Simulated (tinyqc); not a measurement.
Junction field-effect transistor with two gates, gradual channel with velocity saturation: depletion, velocity and field along the channel.

A uniformly doped n-type channel, depleted from both sides by p+ gates; at channel potential V the depleted share of a is u = sqrt((Vbi - Vg + V)/Vp), s at the source. Electrons drift with v = mu E/(1 + mu E/vsat). Abrupt depletion edge, no series resistance, source at 0.

ni = sqrt(Nc Nv) exp(-Eg/(2 Vt)), Eg in volts; Vbi = Vt ln(Na Nd/ni^2); Vp = q Nd a^2/(2 eps0 eps_r); G0 = 2 q mu Nd a W/L; Z = mu Vp/(vsat L); s = sqrt((Vbi - Vg)/Vp). I = (G0 Vp/3) F/(1 + Z (u^2 - s^2)), F = 3 (u^2 - s^2) - 2 (u^3 - s^3), with u at V = Vd; Z = 0 gives constant mobility, for which u stops at 1. At channel potential V: y/L = (G0 Vp/3) F(u)/I - Z V/Vp, v = vsat I Z/(G0 Vp (1 - u)), E = (vsat/mu) w/(1 - w) with w = v/vsat.

Values chosen for this exercise; material values those of a made-up semiconductor:

| symbol | value | unit | meaning |
|---|---|---|---|
| T | 350 | K | temperature |
| eps_r | 11.1 |  | relative permittivity of the semiconductor |
| Nc | 6.93e17 | cm^-3 | conduction-band density of states at T |
| Eg | 1.14 | eV | band gap |
| Nv | 1.32e19 | cm^-3 | valence-band density of states at T |
| Nd | 3.3e16 | cm^-3 | donor density of the channel |
| a | 260 | nm | half the channel thickness |
| mu | 5000 | cm^2/(V s) | low-field mobility at this doping |
| vsat | 1.2e7 | cm/s | saturation velocity |
| L | 1 | um | gate length |
| W | 50 | um | gate width |
| Na | 1.8e18 | cm^-3 | acceptor density of the gates |
| Vg | -0.4 | V | gate voltage |
| Vd | 0.14 | V | drain voltage |

Constants: q = 1.602176634e-19 C, kB = 1.380649e-23 J/K, Vt = kB T/q, eps0 = 8.8541878128e-14 F/cm where lengths are in cm. Results are converted to the units shown.

Along the channel:
```
V (V)	u	y/L	v (cm/s)	E (kV/cm)
0	0.87372	0.0000	3.6623e6	1.0542
0.0233	0.88102	0.2118	3.8870e6	1.1499
0.0467	0.88830	0.4061	4.1401e6	1.2642
0.07	0.89548	0.5814	4.4247e6	1.4018
0.0933	0.90261	0.7386	4.7485e6	1.5716
0.1167	0.90971	0.8785	5.1219e6	1.7872
0.14	0.91672	1.0000	5.5534e6	2.0675
```

From source to drain the open share 1 - u falls from 0.126 to 0.0833, so the velocity rises by a factor of 1.52, to 0.463 vsat, and the field by 1.96. Half of Vd drops over the last 42 % of the gate length.

tinyqc, about 0.08 s, one thread, Intel Xeon 2.30GHz (shared host): `OMP_NUM_THREADS=1 python tinyqc.py 2500047 2500048 out.jsonl`
